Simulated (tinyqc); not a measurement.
Critical temperature from a phonon spectrum: McMillan, Allen-Dynes and the linearised Eliashberg equation: one step, computed by the program tinyqc. Command: `OMP_NUM_THREADS=1 python tinyqc.py 3011637 3011638 out.jsonl eliashberg walk`. One thread of a shared host (Intel(R) Xeon(R) Processor @ 2.30GHz), about 0.02 s of CPU time with the checks.

alpha^2 F(omega) = sum_i (lambda_i omega_i/2) delta(omega - omega_i), so that lambda = 2 int alpha^2 F/omega d omega = sum_i lambda_i.

Question. Largest eigenvalue of the small kernel. K is the kernel of the linearised Eliashberg equation on the Matsubara points omega_n = (2n + 1) pi k_B T; T_c is where its largest eigenvalue rho is zero. Diagonalise K; at rho = 0 the eigenvector c is the gap function Delta_n/omega_n up to a factor; away from it Delta_n/Delta_0 = (2n + 1) c_n/c_0 is only an estimate.

Inputs (values chosen for the exercise, for a model metal): trial temperature = 9.31 K.

Peaks in alpha^2 F: two.

K:
$$\begin{pmatrix}
-0.413540 & 1.092953 & 0.573607 \\
1.092953 & -4.620003 & 0.805844 \\
0.573607 & 0.805844 & -7.801459
\end{pmatrix}$$

Give: largest eigenvalue rho; Delta_n/Delta_0.

Answer.

largest eigenvalue rho = -0.07320

Delta_n/Delta_0: [1.000, 0.775, 0.506]

rho < 0: in this small matrix the trial temperature lies above T_c.
